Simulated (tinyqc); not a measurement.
Spin coating of a resist or spin-on film: centrifugal thinning, evaporation and the final thickness (Emslie and Meyerhofer models): one step, computed by the program tinyqc. Command: `OMP_NUM_THREADS=1 python tinyqc.py 3111468 3111469 out.jsonl spincoat walk`. One thread of a shared host (Intel(R) Xeon(R) Processor @ 2.30GHz), about 0.07 s of CPU time with the checks.

A Newtonian film stays uniform over the wafer; solvent and solids have the same density and the concentration is uniform through the thickness.

Question. First explicit step of the full model. omega = 2 pi f/60; nu(c) = nu_s + k c^gamma; evaporation rate e = e0 sqrt(f/1000 rpm). Solids s and liquid l per area start at s = c0 h0, l = (1 - c0) h0. With h = h0 and c = c0: Q = K h^3, K = 2 omega^2/(3 nu); one Euler step of length dt = 0.01 h0/Q for s and l, ds/dt = -c Q, dl/dt = -(1 - c) Q - e.

Inputs (values chosen for the exercise, of the order of those of a polymer resist in an ester solvent): solids volume fraction c0 = 0.31; starting thickness h0 = 200 micrometre.

flow constant K = 0.002949065 1/(micrometre^2 s)

evaporation rate e = 0.1861612 micrometre/s

Give: Q; dt; s; l; Q/e at the start.

Answer.

Q = 23593 micrometre/s

dt = 8.4773e-05 s

s = 61.38 micrometre

l = 136.62 micrometre

Q/e at the start = 1.2673e+05

Caution: above a Reynolds number of about 3e5 the air flow near the rim turns turbulent, and evaporation is no longer uniform.
